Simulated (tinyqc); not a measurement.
From results back to parameters: exchange-split free-electron bands and tunnelling magnetoresistance. Two cases, with inputs chosen for the exercise.

Problem. The electron density n_up + n_dn and the polarisation of the density of states, P = (k_up - k_dn)/(k_up + k_dn), are given; EF and Dx are hidden.

Majority and minority bands E = c k^2/m -/+ Dx/2, c = hbar^2/2m0, so k_up = sqrt(m (EF + Dx/2)/c), k_dn = sqrt(m (EF - Dx/2)/c); n_s = k_s^3/(6 pi^2), D_s = m k_s/(4 pi^2 c).

Constants: hbar^2/2m0 = 3.80998211 eV angstrom^2.

Find: k_up, k_dn; EF; Dx.

Method. k_dn/k_up = (1 - P)/(1 + P); n then fixes k_up; EF is the mean and Dx the difference of the two kinetic energies.

Case 1.

Values chosen: m = 0.99 m0 (mass in the electrodes).
n = 0.0606838 1/angstrom^3
P = 0.180016

Solution.

k_up, k_dn (1/angstrom): 1.3909  0.9665

EF = 5.52 eV
Dx = 3.85 eV

Case 2.

Values chosen: m = 1.3 m0 (mass in the electrodes).
n = 0.0461133 1/angstrom^3
P = 0.332076

Solution.

k_up, k_dn (1/angstrom): 1.3435  0.6737

EF = 3.31 eV
Dx = 3.96 eV

Computed by tinyqc, one run a case: `OMP_NUM_THREADS=1 python tinyqc.py N N+1 out.jsonl` with N = 1680789, 1680968; one thread of a shared Intel(R) Xeon(R) Processor @ 2.30GHz, about 0.01 s a run at most.
